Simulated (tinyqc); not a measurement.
Undoped symmetric double-gate MOSFET, analytic potential model: one step of the calculation.

An undoped body of thickness ts between two equal insulators and tied gates; long channel, electrons only, n = ni exp((psi - V)/Vt) with V the quasi-Fermi potential (0 at the source, Vd at the drain), constant mobility, no quantisation. Across the body psi(x) = V - 2 Vt ln[(ts/(2 beta)) sqrt(q ni/(2 eps0 eps_r Vt)) cos(2 beta x/ts)], x from the centre. Q is the electron charge per area of the whole body.

Question. Constants of the body. ni = sqrt(Nc Nv) exp(-Eg/(2 Vt)), Eg in volts; r = eps_r tox/(eox ts); V0 = dphi + 2 Vt ln[(2/ts) sqrt(2 eps0 eps_r Vt/(q ni))].

Inputs (values chosen for the exercise); material values those of a made-up semiconductor:

| symbol | value | unit | meaning |
|---|---|---|---|
| T | 300 | K | temperature |
| Eg | 1.54 | eV | band gap |
| eps_r | 12.5 |  | relative permittivity of the semiconductor |
| Nc | 5.11e17 | cm^-3 | conduction-band density of states at T |
| Nv | 8.2e18 | cm^-3 | valence-band density of states at T |
| eox | 21.6 |  | relative permittivity of the gate insulator |
| tox | 8.2 | nm | insulator thickness |
| ts | 5 | nm | body thickness |
| dphi | -0.11 | V | gate work function less that of the intrinsic body |

Constants: q = 1.602176634e-19 C, kB = 1.380649e-23 J/K, Vt = kB T/q, eps0 = 8.8541878128e-14 F/cm where lengths are in cm. Results are converted to the units shown.

Give: ni; r; V0.

Answer.

ni = 2.3751e5 cm^-3
r = 0.94907
V0 = 0.68654 V

tinyqc, about 0.03 s, one thread, Intel Xeon 2.30GHz (shared host): `OMP_NUM_THREADS=1 python tinyqc.py 2440112 2440113 out.jsonl`
